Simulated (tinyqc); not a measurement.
Thickness and doping from the maximum and minimum capacitance.

Problem. A MOS capacitor has Cmax = Cox = eps0 eox/tox and 1/Cmin = 1/Cox + Wm/(eps0 eps_r), with Wm = sqrt(4 eps0 eps_r Vt ln(N/ni)/(q N)) and N well above ni. Find tox, Wm and N.

Inputs (values chosen for the exercise); band and dielectric values close to those of silicon: temperature T = 400 K; relative permittivity eps_r = 11.8; relative permittivity of the gate insulator (close to aluminium oxide) eox = 9.2.

Constants: q = 1.602176634e-19 C, kB = 1.380649e-23 J/K, Vt = kB T/q, eps0 = 8.8541878128e-14 F/cm where lengths are in cm. Results are converted to the units shown.

Cmax = 0.62660406 uF/cm^2
Cmin = 0.026760365 uF/cm^2
ni = 2.7699736e12 cm^-3

Solution. Cmax gives tox and the series difference Wm. N follows by iterating N = 4 eps0 eps_r Vt ln(N/ni)/(q Wm^2); ln(N/ni)/N falls steadily for N > e ni, so there is one root in that range.

tox = 13.00 nm
Wm = 373.8 nm
N = 4.800e15 cm^-3

tinyqc, about 0.01 s, one thread, Intel Xeon 2.30GHz (shared host): `OMP_NUM_THREADS=1 python tinyqc.py 2060152 2060153 out.jsonl`
